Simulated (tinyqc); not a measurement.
Solubility, supersaturation, precipitation and gettering of an impurity in a silicon-like host: one step, computed by the program tinyqc. Command: `OMP_NUM_THREADS=1 python tinyqc.py 3025225 3025226 out.jsonl ripen walk`. One thread of a shared host (Intel(R) Xeon(R) Processor @ 2.30GHz), about 0.01 s of CPU time with the checks.

The wafer was saturated at T1 and is then held at T.

Task: Ham's law for sinks of fixed radius. tau0 = 1/(4 pi n r0 D); C_fixed(t) = C_eq + (C0 - C_eq) exp(-t/tau0). If all excess precipitates, the final radius is r_f = [r0^3 + 3 (C0 - C_eq)/(4 pi n C_p)]^(1/3), with tau_f = 1/(4 pi n r_f D).

Inputs (values chosen for the exercise, for a model impurity):
```
quantity                                   value    unit
temperature of saturation T1                1350       K
anneal temperature T                         918       K
sink density n                           4.9e+09  1/cm^3
initial sink radius r0                        12      nm
impurity density in the precipitate C_p    4e+22  1/cm^3
anneal time t                                150       s
```

D(T) = 7.526513e-07 cm^2/s

C_eq(T) = 2.040838e+10 1/cm^3

C0 = 2.073227e+15 1/cm^3

Give: tau0; C_fixed(t); final radius r_f; tau_f.

Result:

tau0 = 17.98 s

C_fixed(t) = 5.144e+11 1/cm^3

final radius r_f = 16.20 nm

tau_f = 13.32 s

The sinks grow 1.4 times, so the fixed radius underrates the later rate. Caution: the barrier to homogeneous nucleation is below 35 k_B T for these inputs, so new precipitates would form and outnumber the fixed sinks assumed here.
